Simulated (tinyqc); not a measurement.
# Changing the doping ratio N_0/N(W)

Model: minority-electron transport through the base of a bipolar transistor (Moll-Ross and Kroemer integrals). Computed by tinyqc, a small Python program. Command: `OMP_NUM_THREADS=1 python tinyqc.py 3019085 3019086 out.jsonl base sweep`. One thread of a shared host (Intel(R) Xeon(R) Processor @ 2.30GHz), about 0.01 s of CPU time with the checks.

Low injection, one dimension, x from the emitter edge (0) to the collector edge (W), s = x/W. Recombination is treated as a small correction (valid for tau_B well below tau_n), computed from the stored charge.

Inputs (values chosen for the exercise, modelled on GaAs):
```
quantity                                     value        unit
intrinsic density n_i at the emitter edge    2e+06      1/cm^3
base doping at the emitter edge N_0        6.7e+17      1/cm^3
base width W                                   160          nm
mu_min                                         870  cm^2/(V s)
mu_max                                        7130  cm^2/(V s)
N_ref                                      1.1e+17      1/cm^3
saturation velocity v_s                       0.79    1e7 cm/s
electron lifetime tau_n                         10          ns
emitter Gummel number G_E                  3.1e+12      s/cm^4
base-emitter voltage V_BE                     0.86           V
temperature T                                  300           K
gap narrowing across the base dE_g              23         meV
```

Base doping profile: exponential. Gap grading: linear. Exit of the base: infinite sink.

Constants: k_B = 8.617333262e-05 eV/K; e = 1.602176634e-19 C.

Method:
- N(x) = N_0 (ratio)^(-s); n_i(x)^2 = n_i^2 exp(s dE_g/k_B T); D(x) = (k_B T/e) mu, mu = mu_min + (mu_max - mu_min)/(1 + (N/N_ref)^0.7).
- Field that drives electrons towards the collector, averaged over the base: (k_B T/e) ln[N_0 n_i(W)^2/(N(W) n_i^2)]/W.
- With y(x) = N n_i^2/(D n_i(x)^2): base Gummel number G_B = int_0^W y dx; J_C = e n_i^2 exp(e V_BE/k_B T)/G_B; n(x) = (J_C/e)(n_i(x)^2/(N n_i^2)) [int_x^W y dx]; transit time tau_B = (e/J_C) int n dx; trapezoid rule on 401 even points.
- Emitter-limited gain beta_E = G_E/G_B; recombination-limited gain beta_R = tau_n/tau_B; 1/beta = 1/beta_E + 1/beta_R; f_T from the base alone = 1/(2 pi tau_B).

One run for each value; columns: (1) doping ratio N_0/N(W); (2) base transit time tau_B (ps); (3) base Gummel number G_B (s/cm^4); (4) mean built-in field (kV/cm); (5) current gain beta:
```
(1)    (2)        (3)    (4)    (5)
1.5  1.371  9.806e+10   2.09   31.5
3.4  0.950  6.722e+10   3.41   45.9
7.9  0.684  4.930e+10   4.78   62.6
18   0.520  3.865e+10   6.11   79.9
41   0.411  3.164e+10   7.44   97.6
95   0.335  2.664e+10   8.80  115.9
220  0.281  2.299e+10  10.15  134.3
500  0.242  2.026e+10  11.48  152.4
```

What does the table show, and why?

Over the rows, base transit time tau_B (ps) falls from 1.37 to 0.242 (exponent d ln y / d ln x -0.45 between the first rows and -0.18 between the last); base Gummel number G_B (s/cm^4) falls from 9.81e10 to 2.03e10 (exponent d ln y / d ln x -0.46 between the first rows and -0.15 between the last); mean built-in field (kV/cm) rises from 2.09 to 11.5 (exponent d ln y / d ln x 0.60 between the first rows and 0.15 between the last). A steeper profile adds a drift field and raises the mobility near the collector, at fixed N_0.

Caution (all rows): the mean velocity exceeds v_s, so drift-diffusion with a low-field mobility overstates the speed.
